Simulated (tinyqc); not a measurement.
Electron-beam lithography: double-Gaussian proximity function, edge placement and dose correction for parallel lines: one step, computed by the program tinyqc.

Lines are infinitely long. Absorbed energy is counted so that the middle of a very large area written at dose 1 receives 1; the resist develops where it exceeds 1/2.

Problem. Dose to size and latitude. A test line of width w << beta in surroundings of density rho, all at dose d: near its edge E(x) = d [S + eta rho]/(1 + eta), S = [erf((b - x)/alpha) - erf((a - x)/alpha)]/2 for edges a and b, the second term being the background energy. Dose to size d_s = (1 + eta)/(erf(w/alpha) + 2 eta rho), dose = d_s D0; edge slope d [1 - exp(-w^2/alpha^2)]/(sqrt(pi) alpha (1 + eta)); width change per 1 % of dose = 2 x 0.01 x (1/2)/slope.

Inputs (values chosen for the exercise, of the order of those for 10 keV electrons in resist on silicon): forward range alpha = 0.018 micrometre; backscatter ratio eta = 1; base dose D0 = 790 microcoulomb/cm^2; width of the test line = 0.063 micrometre; pattern density around the test line = 0.3.

Give: dose to size d_s; dose; edge slope; width change per 1 % of dose; background energy.

Solution.

dose to size d_s = 1.250

dose = 987.5 microcoulomb/cm^2

edge slope = 0.01959 1/nm

width change per 1 % of dose = 0.5105 nm

background energy = 0.1875

The background supplies 38 % of the threshold.
